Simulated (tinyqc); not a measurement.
RKS/exchange-only LDA in the sto-6g basis, for H2, spin multiplicity 1, step by step. One step of it, computed by the program tinyqc.

Problem. Iteration 2: building the Kohn-Sham matrix. J_ij = sum D_kl (ij|kl); F = H + J + V_xc; E = tr D H + tr D J / 2 + E_xc + E_nn.

D after iteration 1:
```
          1H 1s     2H 1s
1H 1s  1.769523  0.279416
2H 1s  0.279416  0.044121
```

core Hamiltonian H = T + V (hartree):
```
           1H 1s      2H 1s
1H 1s  -0.870573  -0.433515
2H 1s  -0.433515  -0.870573
```

Two-electron integrals (ij|kl) in chemists' order, unique and non-zero (hartree):
```
(11|11) 0.774999   (21|11) 0.188843   (21|21) 0.065903   (22|11) 0.388303
(22|21) 0.188843   (22|22) 0.774999
```

nuclear repulsion = 0.40302910 hartree

V_xc (hartree):
```
           1H 1s      2H 1s
1H 1s  -0.433939  -0.098258
2H 1s  -0.098258  -0.203540
```

E_xc = sum of w rho eps_xc = -0.62381595 hartree

Give: Coulomb J; Kohn-Sham matrix F; total energy of this density.

Solution.

Coulomb J (hartree):
```
       1H 1s  2H 1s
1H 1s  1.494  0.379
2H 1s  0.379  0.827
```

Kohn-Sham matrix F (hartree):
```
        1H 1s   2H 1s
1H 1s   0.190  -0.152
2H 1s  -0.152  -0.247
```

total energy of this density = -0.59586 hartree
